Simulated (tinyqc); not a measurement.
## Thin-film transistor with exponential tail and deep states, accumulation layer: effect of the temperature

An undoped film in accumulation, thicker than the space-charge layer. With band bending psi the Fermi level lies E0 - psi below the band edge. Free electrons n = n0 exp(psi/Vt) carry the current; electrons in two exponential distributions of traps, a = a0 exp(psi/Va) and d = d0 exp(psi/Vp), do not. Linear regime, ohmic contacts, traps in equilibrium.

Va = kB Tt/q, Vp = kB Td/q; n0 = Nc exp(-E0/Vt), a0 = Nt th(T/Tt) exp(-E0/Va), d0 = Nd th(T/Td) exp(-E0/Vp), th(x) = pi x/sin(pi x). G(psi) = sum over the three kinds of c0 [V (exp(psi/V) - 1) - psi], field F = sqrt(2 q G/(eps0 eps_r)); Vg = psi + eps0 eps_r F/Ci at the surface. Total charge Q = Ci (Vg - psi_s); free charge Qf = q times the integral of n0 (exp(psi/Vt) - 1)/F over psi from 0 to psi_s; I = (W/L) mb Qf Vd; effective mobility mb Qf/Q. Nc, E0 and mb are held fixed.

Inputs (values chosen for the exercise); values close to those of amorphous silicon:
- eps_r = 11.8 (relative permittivity of the semiconductor)
- Nc = 4.8e19 cm^-3 (density of extended states)
- mb = 8 cm^2/(V s) (band mobility)
- Nt = 8.9e19 cm^-3 (total density of tail states)
- Tt = 350 K (characteristic temperature of the tail)
- Nd = 7.1e17 cm^-3 (total density of deep states)
- Td = 1050 K (characteristic temperature of the deep states)
- E0 = 0.57 eV (bulk Fermi level below the band edge)
- Ci = 20 nF/cm^2 (gate capacitance)
- WL = 20 (ratio W/L)
- Vd = 0.2 V (drain voltage)
- Vg = 12 V (gate voltage above flat band)

Constants: q = 1.602176634e-19 C, kB = 1.380649e-23 J/K, Vt = kB T/q, eps0 = 8.8541878128e-14 F/cm where lengths are in cm. Results are converted to the units shown.

Effect of the temperature:

| T (K) | E0 - psi_s (eV) | Q (nC/cm^2) | free share (%) | effective mobility (cm^2/(V s)) | I (nA) |
|---|---|---|---|---|---|
| 160 | 0.1009 | 230.6 | 0.1734 | 0.01387 | 12.80 |
| 180 | 0.1041 | 230.7 | 0.3673 | 0.02938 | 27.11 |
| 200 | 0.1080 | 230.8 | 0.6576 | 0.05260 | 48.56 |
| 220 | 0.1126 | 230.9 | 1.035 | 0.08280 | 76.46 |
| 240 | 0.1182 | 231.0 | 1.467 | 0.1174 | 108.4 |
| 260 | 0.1248 | 231.1 | 1.897 | 0.1518 | 140.3 |
| 280 | 0.1331 | 231.3 | 2.238 | 0.1790 | 165.6 |
| 300 | 0.1439 | 231.5 | 2.366 | 0.1893 | 175.2 |

As T goes from 160 to 300 K, the free share rises from 0.173 to 2.37 %, the distance of the Fermi level from the edge rises from 0.101 to 0.144 eV and the current rises from 12.8 to 175 nA. The apparent activation energy between the first two rows is 0.0932 eV, against E0 - psi_s = 0.101 eV there. At T = 300 K T is close to Tt, where the factor th overstates the trapped charge. For T = 240 to 300 K the th form, which assumes a Fermi level far below the edge, overcounts the filled tail at the surface by more than 15 %.

Computed by the program tinyqc: `OMP_NUM_THREADS=1 python tinyqc.py 2610045 2610046 out.jsonl`, one thread of a shared Intel Xeon 2.30GHz, about 0.02 s for the whole run.
